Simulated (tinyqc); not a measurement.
One-electron ion in a basis of Gaussians, step by step. One step of it, computed by the program tinyqc.

Question. Matrices over normalised Gaussians. With p = a_i + a_j and I(k) = Gamma((k+1)/2) / (2 p^((k+1)/2)): S = I(2l+2), T = (2l+3) a_i a_j S / p, V = -Z I(2l+1), each divided by sqrt(S_ii S_jj).

exponents of r^l exp(-a r^2) (1/bohr^2): 0.592400  2.937000  14.560000

Z = 3

l = 0

Give: S; T; V.

Answer.

S:
```
       1      2      3
1  1.000  0.646  0.241
2  0.646  1.000  0.646
3  0.241  0.646  1.000
```

T (hartree):
```
       1      2       3
1  0.889  0.956   0.412
2  0.956  4.405   4.738
3  0.412  4.738  21.840
```

V (hartree):
```
        1       2        3
1  -3.685  -4.110   -3.180
2  -4.110  -8.204   -9.151
3  -3.180  -9.151  -18.267
```
